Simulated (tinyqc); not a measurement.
Band-to-band tunnelling across a p-n junction in a two-band chain: one step. Hopping, field and tunnelling length. Three cases, with inputs chosen for the exercise.

Task: Form t, V0, E, the field F = V0/((2N + 1) a/2) (1 V/angstrom = 100 MV/cm) and the length Eg/F over which E lies in the gap.

Sites alternate A at -Eg/2 and C at +Eg/2 with hopping -t; near the edges, with k counted from the zone boundary pi/a, E^2 = (Eg/2)^2 + (t a k)^2, so t = sqrt(c Eg/m)/a gives the mass m, c = hbar^2/2m0. In the gap cosh(q a) = 1 + (Eg^2/4 - e^2)/(2 t^2), e the energy from the local mid-gap. The potential is V0 = Eg + ov on the p side (left), 0 on the n side, and falls linearly over the 2N sites of the junction, V_j = V0 (1 - j/(2N + 1)), j = 1 to 2N, site 1 being A. E = Eg/2 + x ov. A half chain that ends on a site of level e1 with neighbour e2 has g = (1 + z)/(E - e1), z = exp(-/+ i k a) the root with Im g < 0, cos(k a) = (E - e1)(E - e2)/(2 t^2) - 1. S_L = t^2 g (ending on C, shifted by V0), S_R = t^2 g (starting on A). T = 4 Im(S_L) Im(S_R) |G_(1,2N)|^2.

Constants: hbar^2/2m0 = 3.80998211 eV angstrom^2.

Case 1.

Values chosen (gap and mass near those of InAs; shifted at random, so the results belong to these values and not to a real crystal):
- Eg = 0.368 eV (gap)
- m = 0.0227 m0 (mass of electron and light hole)
- a = 5 angstrom (period (two sites))
- ov = 0.28 eV (overlap: top of the valence band on the p side above the conduction edge on the n side)
- N = 5 (periods in the small junction)
- x = 0.71 (energy above the n-side conduction edge, as a share of ov)

Case 2.

Values chosen (gap and mass near those of GaSb; shifted at random, so the results belong to these values and not to a real crystal):
- Eg = 0.749 eV (gap)
- m = 0.0412 m0 (mass of electron and light hole)
- a = 4 angstrom (period (two sites))
- ov = 0.17 eV (overlap: top of the valence band on the p side above the conduction edge on the n side)
- N = 5 (periods in the small junction)
- x = 0.65 (energy above the n-side conduction edge, as a share of ov)

Case 3.

Values chosen (gap and mass near those of GaSb; shifted at random, so the results belong to these values and not to a real crystal):
- Eg = 0.728 eV (gap)
- m = 0.0437 m0 (mass of electron and light hole)
- a = 5 angstrom (period (two sites))
- ov = 0.48 eV (overlap: top of the valence band on the p side above the conduction edge on the n side)
- N = 3 (periods in the small junction)
- x = 0.67 (energy above the n-side conduction edge, as a share of ov)

Give: t; V0; E; F; tunnelling length.

Result:

Case 1.

t = 1.5718 eV
V0 = 0.6480 eV
E = 0.3828 eV
F = 2.356 MV/cm
tunnelling length = 15.62 angstrom

So short a junction keeps the matrix small; its field is of the size of the 1 to 3 MV/cm of tunnel diodes.

Case 2.

t = 2.0806 eV
V0 = 0.9190 eV
E = 0.4850 eV
F = 4.177 MV/cm
tunnelling length = 17.93 angstrom

So short a junction keeps the matrix small; its field is above the 1 to 3 MV/cm of tunnel diodes.

Case 3.

t = 1.5934 eV
V0 = 1.2080 eV
E = 0.6856 eV
F = 6.903 MV/cm
tunnelling length = 10.55 angstrom

So short a junction keeps the matrix small; its field is above the 1 to 3 MV/cm of tunnel diodes.

Computed by tinyqc, one run a case: `OMP_NUM_THREADS=1 python tinyqc.py N N+1 out.jsonl` with N = 1450883, 1450973, 1451133; one thread of a shared Intel(R) Xeon(R) Processor @ 2.30GHz, about 0.01 s a run at most.
